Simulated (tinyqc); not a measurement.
Inside a calculation. Method: CISD on RHF in the sto-3g basis, for H3-, spin multiplicity 1. The basis has no diffuse functions, so it cannot describe the extra electron: this is an exercise in the method, not the real anion. One step of it, computed by the program tinyqc.

Problem. CISD: roots. Diagonalise (each vector has its largest component positive (the first on a tie)); all determinants have Ms = 0, so triplets appear too. The lowest singlet root is the correlation energy.

Occupation strings over the orbitals (2 doubly, a alpha, b beta, 0 empty; spin orbitals ordered 1a 1b 2a 2b ...): 220 2ab a2b 2ba b2a 202 ab2 ba2 022

H - E(HF) between determinants (hartree):
```
           220        2ab        a2b        2ba        b2a        202        ab2        ba2
220   0.000000   0.000000   0.000000   0.000000   0.000000   0.146676   0.000017  -0.000017
2ab   0.000000   0.400989   0.000010  -0.146676   0.000017   0.000130  -0.144219   0.144720
a2b   0.000000   0.000010   0.630205   0.000017  -0.142541   0.144219   0.000033  -0.000050
2ba   0.000000  -0.146676   0.000017   0.400989   0.000010  -0.000130   0.144720  -0.144219
b2a   0.000000   0.000017  -0.142541   0.000010   0.630205  -0.144219  -0.000050   0.000033
202   0.146676   0.000130   0.144219  -0.000130  -0.144219   0.960454  -0.000113   0.000113
ab2   0.000017  -0.144219   0.000033   0.144720  -0.000050  -0.000113   1.064202  -0.159438
ba2  -0.000017   0.144720  -0.000050  -0.144219   0.000033   0.000113  -0.159438   1.064202
022   0.142541  -0.000050   0.015326   0.000050  -0.015326   0.159438   0.000033  -0.000033

           022
220   0.142541
2ab  -0.000050
a2b   0.015326
2ba   0.000050
b2a  -0.015326
202   0.159438
ab2   0.000033
ba2  -0.000033
022   1.288801
```

Give: lowest roots of this matrix, relative to E(HF); lowest vectors; <S^2> of these roots; weight of the ground state by excitation level 0, 1, 2, ....

Solution.

lowest roots of this matrix, relative to E(HF) (hartree): -0.0337  0.2543  0.4410  0.4877  0.6410  0.9048  1.0176  1.3303

lowest vectors:
```
      root 1   root 2   root 3  root 4
220   0.9855   0.0000   0.0000  0.0000
2ab   0.0000   0.7071   0.6633  0.0001
a2b   0.0265  -0.0001   0.0001  0.7071
2ba   0.0000   0.7071  -0.6633  0.0001
b2a  -0.0265  -0.0001  -0.0001  0.7071
202  -0.1386   0.0000  -0.0003  0.0000
ab2   0.0000  -0.0005   0.2449  0.0000
ba2   0.0000  -0.0005  -0.2449  0.0000
022  -0.0901   0.0000   0.0001  0.0000
```

<S^2> of these roots: 0.0000  2.0000  0.0000  2.0000  0.0000  2.0000  0.0000  0.0000

weight of the ground state by excitation level 0, 1, 2, ...: 0.9713  0.0014  0.0273

With one virtual orbital singles and doubles already span the full space.
